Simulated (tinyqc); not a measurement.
Off-state leakage of single and stacked transistors: two steps of the calculation.

n-channel devices of unit width. Subthreshold current I(Vg, Vs, Vd) = I0 (T/300 K)^0.5 exp[(Vg - Vs - VT(T) - gb (Vs - Vb) + dd (Vd - Vs))/(nf Vt)] (1 - exp(-(Vd - Vs)/Vt)), VT(T) = VT - cT (T - 300 K). Gate-edge tunnelling Ig (Vd/1 V) exp(ag (Vd - 1 V)), for a gate at 0 V, and band-to-band leakage Ab u exp(-Bb/u), u = Vd - Vb + 1 V, flow at a drain held at V; both are taken as independent of T. In a stack of off transistors (all gates at 0 V) the same subthreshold current passes through each.

Values chosen for this exercise; values of the order met in bulk silicon logic transistors:
```
symbol   value       unit                                             meaning
T          300          K                                         temperature
V          0.7          V                                      supply voltage
VT        0.36          V        threshold at 300 K, zero drain and body bias
cT         0.8       mV/K              fall of the threshold with temperature
I0        0.37      uA/um                       current at threshold at 300 K
nf        1.23                                                   slope factor
dd        0.17                                drain-induced lowering per volt
gb        0.19             rise of the threshold per volt of source-body bias
Ig      0.0003      uA/um                 gate-edge tunnelling current at 1 V
ag         3.5        1/V               exponential slope of the gate current
Ab          40  uA/(um V)      prefactor of band-to-band leakage at the drain
Bb          30          V                             its exponential voltage
Vb           0          V                                        body voltage
```

Constants: q = 1.602176634e-19 C, kB = 1.380649e-23 J/K, Vt = kB T/q. Results are converted to the units shown.

Question 1. Leakage of one transistor. Vg = Vs = 0, Vd = V; effective threshold VT(T) - gb Vb - dd V.

Give: effective threshold; parts; total; shares.

Answer 1.

effective threshold = 0.2410 V
parts (nA/um): subthreshold 0.1891, gate edge 0.07349, band-to-band 0.001474
total = 0.2640 nA/um
shares (%): subthreshold 71.61, gate edge 27.83, band-to-band 0.5582

The subthreshold part is the largest.

Question 2. New Vx. Stack of two, Vx the node between them: I_low = I(0, 0, Vx), I_up = I(0, Vx, V), f = ln(I_up/I_low), f' = -(1 + gb + 2 dd)/(nf Vt) - 1/(Vt (exp(Vx/Vt) - 1)) - 1/(Vt (exp((V - Vx)/Vt) - 1)), Vx(new) = Vx - f/f'.

Vx at the start = 0.078 V

Wanted: I_low; I_up; f; f'; Vx after iteration 1.

Answer 2.

I_low = 0.006466 nA/um
I_up = 0.006727 nA/um
f = 0.03948
f' = -50.11 1/V
Vx after iteration 1 = 0.07879 V

Numbers from tinyqc (`OMP_NUM_THREADS=1 python tinyqc.py 2242258 2242259 out.jsonl`; about 0.03 s on one thread of a shared Intel Xeon 2.30GHz).
